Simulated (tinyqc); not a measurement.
## Series resistance and length offset from two lengths at two overdrives

Question. In strong inversion R W = Rsd + k(x)(L - dL), k(x) = (1 + th1 x)/(mu0 Cox x), x the overdrive, Cox = eps0 eox/tox, with Rsd and dL independent of x. Find dL, Rsd, mu0 and th1.

Inputs (values chosen for the exercise):
```
symbol  value  unit                                                                 meaning
eox      9.22        relative permittivity of the gate insulator (close to aluminium oxide)
tox        19    nm                                                     insulator thickness
```

Constants: eps0 = 8.8541878128e-14 F/cm where lengths are in cm. Results are converted to the units shown.

total resistance times width (ohm um):
```
                  L = 0.052 um  L = 0.7 um
overdrive 0.51 V    1160.96178  11376.7753
overdrive 1.3 V     788.555220  5869.91229
```

Answer. At each overdrive R W is a straight line in L; the two lines cross at L = dL, R W = Rsd. Their slopes give k x = (1 + th1 x)/(mu0 Cox), a straight line in x.

dL = 0.00500 um
Rsd = 420 ohm um
mu0 = 350 cm^2/(V s)
th1 = 0.410 1/V

Program tinyqc, `OMP_NUM_THREADS=1 python tinyqc.py 2210006 2210007 out.jsonl`; Intel Xeon 2.30GHz, shared host, one thread, about 0.01 s.
